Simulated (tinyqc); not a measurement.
From results back to parameters: defect, radiative and Auger recombination at equal electron and hole densities (ABC model). Three cases, with inputs chosen for the exercise.

Problem. The peak efficiency, the current at the peak and the differential lifetime there, tau_p = 1/(Ae + 2 B n_p + 3 C n_p^2), are given; Ae, B and C are hidden. n_p = sqrt(Ae/C), Q = B/sqrt(Ae C), IQE_max = Q/(Q + 2).

J/(e d) = Ae n + B n^2 + C n^3 with Ae = A + 4 S/w (four side walls, carriers spread evenly), e = 1.602176634e-19 C, lengths in cm; internal efficiency IQE = B n^2/(Ae n + B n^2 + C n^3); all injected carriers recombine in the layer.

Find: Q; Ae; n_p; B; C.

Method. Q = 2 IQE/(1 - IQE). At the peak B n = Q Ae and C n^2 = Ae, so 1/tau_p = Ae (4 + 2Q) and J = e d Ae n_p (2 + Q); B and C follow.

Case 1.

Values chosen (out of a larger set: orders of magnitude like those quoted for InP; not measured data): d = 57 nm (active thickness).

IQE_max = 0.866349
J at the peak = 17201.0 A/cm^2
tau_p = 0.363557 ns

Solution.

Q = 13.0
Ae = 9.19e+07 1/s
n_p = 1.37e+19 1/cm^3
B = 8.7e-11 cm^3/s
C = 4.9e-31 cm^6/s

Case 2.

Values chosen (out of a larger set: orders of magnitude like those quoted for Si; not measured data): d = 85000 nm (active thickness).

IQE_max = 0.00812507
J at the peak = 87.3749 A/cm^2
tau_p = 3051.51 ns

Solution.

Q = 0.0164
Ae = 8.13e+04 1/s
n_p = 3.92e+17 1/cm^3
B = 3.4e-15 cm^3/s
C = 5.3e-31 cm^6/s

Case 3.

Values chosen (out of a larger set: orders of magnitude like those quoted for Si; not measured data): d = 81000 nm (active thickness).

IQE_max = 0.00308637
J at the peak = 415.223 A/cm^2
tau_p = 740.329 ns

Solution.

Q = 0.00619
Ae = 3.37e+05 1/s
n_p = 4.74e+17 1/cm^3
B = 4.4e-15 cm^3/s
C = 1.5e-30 cm^6/s

Computed by tinyqc, one run a case: `OMP_NUM_THREADS=1 python tinyqc.py N N+1 out.jsonl` with N = 1650399, 1650477, 1650479; one thread of a shared Intel(R) Xeon(R) Processor @ 2.30GHz, about 0.01 s a run at most.
